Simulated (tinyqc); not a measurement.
Plane-wave Kohn-Sham cycle with exchange-only LDA in a layered model solid, step by step. One step of it, computed by the program tinyqc.

Task: Iteration 2: Hamiltonian at one k. H(m,m') = (k + G_m)^2/2 delta + V(G_m - G_m'), with V(-G) = V(G).

A solid whose potential varies along x alone (atomic units):
```
parameter                      value
period a                    7.400000
cross-section of the cell   8.000000
electrons per cell                 2
grid points                       16
plane waves -n..n, n               3
k points                           2
V1 in V1 cos(2 pi x/a)     -0.260000
V2 in V2 cos(4 pi x/a)     -0.190000
```

V(G_m), m = 0, 1, 2, ... (hartree): -0.294692  0.128495  -0.076569  0.002647  0.000724  0.000061  -0.000009

k = 0.250000 2 pi / a

Give: H.

Result:

H (hartree):
```
         -3       -2       -1       +0       +1       +2       +3
-3   2.4313   0.1285  -0.0766   0.0026   0.0007   0.0001   0.0000
-2   0.1285   0.8092   0.1285  -0.0766   0.0026   0.0007   0.0001
-1  -0.0766   0.1285  -0.0919   0.1285  -0.0766   0.0026   0.0007
+0   0.0026  -0.0766   0.1285  -0.2722   0.1285  -0.0766   0.0026
+1   0.0007   0.0026  -0.0766   0.1285   0.2685   0.1285  -0.0766
+2   0.0001   0.0007   0.0026  -0.0766   0.1285   1.5302   0.1285
+3   0.0000   0.0001   0.0007   0.0026  -0.0766   0.1285   3.5127
```
